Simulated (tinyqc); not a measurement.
Free-carrier optics of a doped semiconductor (Drude model): one step. Optical constants.

n + i k = sqrt(eps1 + i eps2) with k >= 0; R = ((n - 1)^2 + k^2)/((n + 1)^2 + k^2) at normal incidence from vacuum; alpha = 2 E k/(hbar c), times 1e8 for 1/cm; loss function Im(-1/eps) = eps2/(eps1^2 + eps2^2).

Constants: hbar c = 1973.269805 eV angstrom.

Inputs chosen for the exercise (out of a larger set: mass and dielectric values near those of Si; N and mu are free inputs; interband absorption and the rise of the mass with filling are left out; not measured data): E = 47 meV (photon energy).

eps = -23.226262+26.357914i

Task: Convert eps at the photon energy E (in meV) into the optical constants.

Give: n; k; R; alpha.

Result:

n = 2.4398
k = 5.4017
R = 0.7620
alpha = 2.57e+04 1/cm

Light of this energy penetrates 1/alpha = 0.389 micrometre.

Computed by tinyqc, a small Python program: `OMP_NUM_THREADS=1 python tinyqc.py 1651462 1651463 out.jsonl` (the numbers bound the seed that draws the inputs); one thread of a shared host (Intel(R) Xeon(R) Processor @ 2.30GHz), about 0.01 s for the whole set of steps.
